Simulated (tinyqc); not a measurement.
Crystal pulling from the melt: segregation, interface stability, heat balance and point-defect regime: one step, computed by the program tinyqc.

A dilute solute; steady pulling with a flat interface unless it is found unstable.

Question. Concentration at the frozen fraction g. Axial profile: C_s = k_eff C0 (1 - g)^(k_eff - 1); bulk melt C_L = C_s/k_eff. Usable fraction: the g at which C_s has changed by 30 % from its first value (0.99 at most).

Inputs (values chosen for the exercise, modelled on aluminium in silicon): initial melt concentration C0 = 6.9e+18 1/cm^3; frozen fraction g = 0.5.

Loss from the melt surface: none.

k_eff = 0.002424256

Give: C_s; C_L; usable fraction.

Answer.

C_s = 3.3399e+16 1/cm^3

C_L = 1.3777e+19 1/cm^3

usable fraction = 0.23126

C_s rises along the crystal.
